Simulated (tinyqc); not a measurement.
Adding atomic layers: valley splitting of a silicon quantum well in envelope theory.

The well lies at 0 < z < L; U(z) = V0 [1/(1 + exp(z/w)) + 1/(1 + exp((L - z)/w))] - e F z, 1 mV/nm = 1e-4 eV/angstrom. The envelope psi solves -(c/ml) psi'' + U psi = E psi, c = hbar^2/2m0, by three-point differences on a grid of 0.1 angstrom from -40 to L + 40 angstrom. The two valleys at +/- k0 couple through D = C0 times the integral of exp(-i q z) U(z) psi^2, q = 2 k0 (2 pi/a), and split by Ev = 2|D|.

Constants: hbar^2/2m0 = 3.80998211 eV angstrom^2.

Values chosen for the exercise (near those of a strained Si well in SiGe; not measured data): V0 = 0.19 eV (conduction offset); ml = 0.916 m0 (mass along z); F = 1.9 mV/nm (field pressing towards the upper interface); k0 = 0.837 2 pi/a (valley position); a = 5.431 angstrom (lattice constant); C0 = 0.244 (Bloch overlap factor); Ls = (102, 103.4, 104.7, 106.1, 107.4, 108.8, 110.1, 111.5) angstrom (widths in steps of one atomic layer, a/4, rounded to the grid); F2 = 0.5 mV/nm (second field, zero or weak); w1 = 0.4 angstrom (interface width for this table).

The smooth splitting Ev = 2|D| with w = w1, at the field F2 and at F.

Results:
```
L (angstrom)  q L mod 2 pi  Ev at F2 (micro-eV)  Ev at F (micro-eV)
102.0                 2.76                 10.8                21.6
103.4                 5.47                 11.0                21.6
104.7                 1.71                 6.53                20.6
106.1                 4.42                 12.3                21.8
107.4                 0.65                 5.77                20.5
108.8                 3.36                 10.9                21.3
110.1                 5.88                 8.51                20.9
111.5                 2.31                 7.78                20.7
```

What does the comparison show, and why?

At F2 the splitting swings between 5.77 and 12.3 micro-eV, a ratio of 2.13, as the two interfaces add with the phase q L, which advances on average by 2.63 rad a layer. At F the ratio is 1.06, where in the first row psi^2 at the upper interface is 22.1 times that at the lower one: one interface dominates and the interference fades.

Program tinyqc; command `OMP_NUM_THREADS=1 python tinyqc.py 1252091 1252092 out.jsonl`; about 0.07 s on one thread of a shared Intel(R) Xeon(R) Processor @ 2.30GHz.
